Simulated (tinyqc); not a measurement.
Hubbard ring of 3 sites, step by step. One step of it, computed by the program tinyqc.

Problem. The many-body Hamiltonian. Basis: all placements (u, d, 2, 0 on each site), up operators ordered before down ones; hops carry the sign of the same-spin electrons passed.

one-body matrix (hopping and site energies) (eV):
```
           1          2          3
1  -0.200000  -2.000000  -2.000000
2  -2.000000   0.950000  -2.000000
3  -2.000000  -2.000000   0.230000
```

U = 8.800000 eV

electrons, up and down: 2  1

Give: H.

Solution.

H (eV):
```
        2u0     u20     uud     20u     udu     u02     duu     02u
2u0   9.350  -2.000  -2.000  -2.000   0.000   0.000   2.000   0.000
u20  -2.000  10.500  -2.000   0.000  -2.000   0.000   0.000   2.000
uud  -2.000  -2.000   0.980   0.000   0.000  -2.000   0.000   0.000
20u  -2.000   0.000   0.000   8.630  -2.000  -2.000  -2.000   0.000
udu   0.000  -2.000   0.000  -2.000   0.980  -2.000   0.000  -2.000
u02   0.000   0.000  -2.000  -2.000  -2.000   9.060   0.000   0.000
duu   2.000   0.000   0.000  -2.000   0.000   0.000   0.980  -2.000
02u   0.000   2.000   0.000   0.000  -2.000   0.000  -2.000  10.930
0u2   0.000   0.000   2.000   0.000   0.000  -2.000  -2.000  -2.000

        0u2
2u0   0.000
u20   0.000
uud   2.000
20u   0.000
udu   0.000
u02  -2.000
duu  -2.000
02u  -2.000
0u2  10.210
```
